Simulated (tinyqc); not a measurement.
Resistance of a source-drain extension with a graded tip: one step of the calculation.

y runs along the channel, the gate covers y > 0. The doping is N0 for y < y0 and N0 10^(-(y - y0)/la) beyond, uniform over the depth xj. Sheet conductance s(y) = q mu(N) max(N - Nch, 0) xj + (for y > 0) ma Cox Vo, with mu(N) = u0 + (u1 - u0)/(1 + (N/Nr)^au) and Cox = eps0 eox/tox. Current is taken as one-dimensional; depletion of the tip, spreading and the contact are left out. The metallurgical junction lies at yj, where N = Nch.

Question. Sheet resistances and junction position. yj = y0 + la log10(N0/Nch); sheet resistance of the full extension 1/[q mu(N0)(N0 - Nch) xj] and of the gate-induced layer 1/(ma Cox Vo); metallurgical length Lg - 2 yj; ye is where the doped and the gate-induced conductances are equal.

Parameters, values chosen for the exercise; mobility law close to that of holes in silicon: relative permittivity of the gate insulator (close to silicon dioxide) eox = 3.9; insulator thickness tox = 1.6 nm; active doping of the extension far from the gate N0 = 2.1e20 cm^-3; lateral abruptness la = 2.6 nm/decade; position under the gate where the fall begins (gate edge at 0) y0 = -0.3 nm; depth of the extension xj = 25 nm; channel doping Nch = 1.6e18 cm^-3; gate overdrive Vo = 0.84 V; mobility of the gate-induced layer ma = 76 cm^2/(V s); mobility at low doping u1 = 470.5 cm^2/(V s); mobility at high doping u0 = 44.9 cm^2/(V s); reference doping Nr = 2.23e17 cm^-3; exponent au = 0.719; gate length Lg = 50 nm.

Constants: q = 1.602176634e-19 C, eps0 = 8.8541878128e-14 F/cm where lengths are in cm. Results are converted to the units shown.

Wanted: yj; sheet resistance of the extension; sheet resistance of the induced layer; metallurgical length; ye; N at ye.

Answer.

yj = 5.207 nm
sheet resistance of the extension = 249.7 ohm/square
sheet resistance of the induced layer = 7258 ohm/square
metallurgical length = 39.59 nm
ye = 3.757 nm
N at ye = 5.781e18 cm^-3

The gate takes over 1.45 nm before the junction, where N is still 3.61 times the channel doping.

Computed by the program tinyqc: `OMP_NUM_THREADS=1 python tinyqc.py 2282199 2282200 out.jsonl`, one thread of a shared Intel Xeon 2.30GHz, about 0.03 s for the whole run.
